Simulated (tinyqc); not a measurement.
# Worked calculation: ballistic Schottky-barrier transistor with a one-dimensional channel, WKB contacts

Numbers from tinyqc (`OMP_NUM_THREADS=1 python tinyqc.py 2390027 2390028 out.jsonl`; about 0.05 s on one thread of a shared Intel Xeon 2.30GHz). Printed values are rounded.

Source Fermi level 0, drain Fermi level -Vd. Far from the contacts Ec = pn - psi, and the gate moves psi one to one; the band edges relax as exp(-x/lam) from pn at the source and pn - Vd at the drain; Ev = Ec - Eg. A carrier of energy w inside the channel band meets at a contact a barrier of height D (the contact edge beyond the channel edge): T = 1 for w >= D, else exp(-S), S = 4 lam sqrt(m/C) [sqrt(D - w) - sqrt(w) arctan sqrt((D - w)/w)], C = hbar^2/(2 m0). The two contacts combine as Ts Td/(Ts + Td - Ts Td).

Inputs (values chosen for the exercise); channel values close to those of a silicon nanowire with silicide contacts:
- T = 250 K (temperature)
- Eg = 1.12 eV (band gap)
- pn = 0.72 eV (barrier for electrons at both contacts)
- mn = 0.2 m0 (electron mass)
- mp = 0.24 m0 (hole mass)
- g = 2 (valleys or subbands)
- lam = 4.5 nm (screening length at the contacts)
- Vd = 0.1 V (drain bias)
- ps = -0.34 V (band shift psi of the channel by the gate)
- w0 = 0.22 eV (energy of one carrier inside the channel band)
- wm = 0.59 eV (upper end of the grid)
- nE = 15 (points of the grid)

Constants: q = 1.602176634e-19 C, kB = 1.380649e-23 J/K, hbar = 1.054571817e-34 J s, h = 6.62607015e-34 J s, m0 = 9.1093837015e-31 kg, Vt = kB T/q, hbar^2/(2 m0) = 0.0380998212 eV nm^2. Results are converted to the units shown.

Range of the model: No scattering, image-force lowering, channel charge or band-to-band tunnelling; parabolic kappa overstates S deep in the gap.

## Band edges and barriers

Electrons: Ds = psi, Dd = psi - Vd, Es = Ec, Ed = Ec + Vd. Holes: Ds = -psi, Dd = Vd - psi, Es = -Ev, Ed = -Ev - Vd. The size of each current is taken; both flow from drain to source and add.

Ec = 1.06 eV
Ev = -0.06 eV
D for electrons (eV): source -0.340000, drain -0.440000
D for holes (eV): source 0.340000, drain 0.440000

A negative D is no barrier. Here the holes carry the larger current.

## Transmission of one of the holes

S and T at both contacts for w = w0, and the tunnelling distance lam ln(D/w) at the higher barrier.

S at the source = 2.17020
S at the drain = 4.54738
combined T = 0.00979000
tunnelling distance = 3.11916 nm

## Current of the holes on a coarse grid

I = g (2 q^2/h) int T(w) [f(Es + w) - f(Ed + w)] dw, f(y) = 1/(1 + exp(y/Vt)). Electrons: Ds = psi, Dd = psi - Vd, Es = Ec, Ed = Ec + Vd. Holes: Ds = -psi, Dd = Vd - psi, Es = -Ev, Ed = -Ev - Vd. The size of each current is taken; both flow from drain to source and add. Simpson's rule on nE equally spaced w from 0 to wm.

```
point    w (eV)           Ts           Td            T  size of the supply difference
0      0.000000  3.62761e-12  9.67176e-14  9.42059e-14                       0.806779
1      0.042143   1.47834e-6   4.82952e-8   4.67674e-8                       0.466502
2      0.084286   1.14093e-4   4.62654e-6   4.44626e-6                       0.112249
3      0.126429   0.00207050   1.05880e-4   1.00739e-4                      0.0176037
4      0.168571    0.0172639   0.00113578   0.00106681                     0.00252805
5      0.210714    0.0850784   0.00739333   0.00684880                     3.58250e-4
6      0.252857     0.278904    0.0332301    0.0306010                     5.06710e-5
7      0.295000     0.639517     0.110876     0.104354                     7.16500e-6
8      0.337143     0.993236     0.286125     0.285569                     1.01311e-6
9      0.379286            1     0.581161     0.581161                     1.43250e-7
10     0.421429            1     0.915654     0.915654                     2.02550e-8
11     0.463571            1            1            1                     2.86397e-9
12     0.505714            1            1            1                    4.04954e-10
13     0.547857            1            1            1                    5.72590e-11
14     0.590000            1            1            1                    8.09620e-12
```

current = 6.62640e-5 uA

A converged quadrature gives 6.620e-5 uA; this grid is 0.10 % above that. 0.0431 % of it passes over both barriers, the rest tunnels. The other carrier adds 1.41e-21 uA.
